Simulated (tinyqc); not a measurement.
Finite-size error of a charged defect in a periodic cell: Madelung and Makov-Payne terms: one step, computed by the program tinyqc. Command: `OMP_NUM_THREADS=1 python tinyqc.py 3025317 3025318 out.jsonl imagecharge walk`. One thread of a shared host (Intel(R) Xeon(R) Processor @ 2.30GHz), about 0.01 s of CPU time with the checks.

L is the cube root of the cell volume. The defect charge is a Gaussian, rho(r) = q (2 pi sigma^2)^(-3/2) exp(-r^2/2 sigma^2), repeated periodically in a uniform neutralising background and screened by a continuum. The model cell energy is E(L) = E_0 + [periodic - isolated electrostatic energy].

Question. Madelung energy. Ewald sum for a unit point charge: scale each Cartesian component of the cell by 1/sqrt(eps_i), giving R', G' and V'; E = [ (1/2) sum erfc(eta R')/R' + (2 pi/V') sum exp(-G'^2/4 eta^2)/G'^2 - eta/sqrt(pi) - pi/(2 V' eta^2) ] e^2/(4 pi eps_0) / sqrt(eps_x eps_y eps_z), over n_i = -6..6, omitting n = (0,0,0), eta = 2/V'^(1/3). alpha = -2 E eps_g L/(e^2/(4 pi eps_0)), eps_g = (eps_x eps_y eps_z)^(1/3).

Inputs (values chosen for the exercise, with screening close to that of beta-Ga2O3): charge q = 2 e; cell length L = 10.6 angstrom; dielectric constant eps = 9.82.

Supercell lattice: fcc. Screening: isotropic.

cell vectors (rows) (angstrom):
```
          1         2         3
1  0.000000  8.413226  8.413226
2  8.413226  0.000000  8.413226
3  8.413226  8.413226  0.000000
```

Constants: e^2/(4 pi eps_0) = 14.39964548 eV angstrom.

Give: terms for a unit charge; Madelung constant alpha; point-charge correction -q^2 E.

Answer.

terms for a unit charge (eV): real space 0.0011, reciprocal 0.0095, self -0.1561, background -0.0543

Madelung constant alpha = 2.888

point-charge correction -q^2 E = 0.7991 eV
